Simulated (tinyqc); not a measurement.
Energy and delay of logic against supply voltage: two steps of the calculation.

One expression serves below and above threshold: I(Vg) = Ik [ln(1 + exp((Vg - VT + dd V)/(al nf Vt)))]^al, with I_on = I(V) and I_off = I(0). Gate delay td = kd C V/I_on, clock period LD td. Per gate and cycle the switching energy is act C V^2 and the leakage energy I_off V LD td. No short-circuit current, no variation. Minima are sought above 0.09 V; below a few Vt gates no longer switch and the model has no meaning.

Values chosen for this exercise; values of the order met in logic technologies:

| symbol | value | unit | meaning |
|---|---|---|---|
| T | 300 | K | temperature |
| VT | 0.37 | V | threshold voltage at zero drain bias |
| nf | 1.07 |  | slope factor |
| dd | 0.1 |  | barrier lowering per volt of supply |
| Ik | 1.3 | uA | specific current of a gate |
| al | 1.8 |  | exponent of the current law |
| C | 1.7 | fF | load capacitance of a gate |
| kd | 1 |  | delay factor |
| LD | 12 |  | logic depth |
| act | 0.2 |  | activity factor |
| V | 0.59 | V | supply voltage |

Constants: q = 1.602176634e-19 C, kB = 1.380649e-23 J/K, Vt = kB T/q. Results are converted to the units shown.

Problem 1. Currents, delay and energies. I_on, I_off, td, clock frequency 1/(LD td), both energies and their sum.

Give: I_on; I_off; td; clock frequency; switching energy; leakage energy; energy.

Solution 1.

I_on = 28.952 uA
I_off = 0.016999 nA
td = 34.644 ps
clock frequency = 2.4054 GHz
switching energy = 118.35 aJ
leakage energy = 0.0041694 aJ
energy = 118.36 aJ

I_on/I_off = 1.70e6; leakage makes up 0.00352 % of the energy.

Problem 2. New V. Minimum-energy supply: E(V) is the energy per gate and cycle; with h = 0.001 V, E' = (E(V + h) - E(V - h))/(2 h), E'' = (E(V - h) - 2 E(V) + E(V + h))/h^2, V(new) = V - E'/E''.

V at the start = 0.09 V

Give: E'; E''; V after iteration 1.

Solution 2.

E' = -27.457 aJ/V
E'' = 337.95 aJ/V^2
V after iteration 1 = 0.17125 V

tinyqc, about 0.01 s, one thread, Intel Xeon 2.30GHz (shared host): `OMP_NUM_THREADS=1 python tinyqc.py 2082179 2082180 out.jsonl`
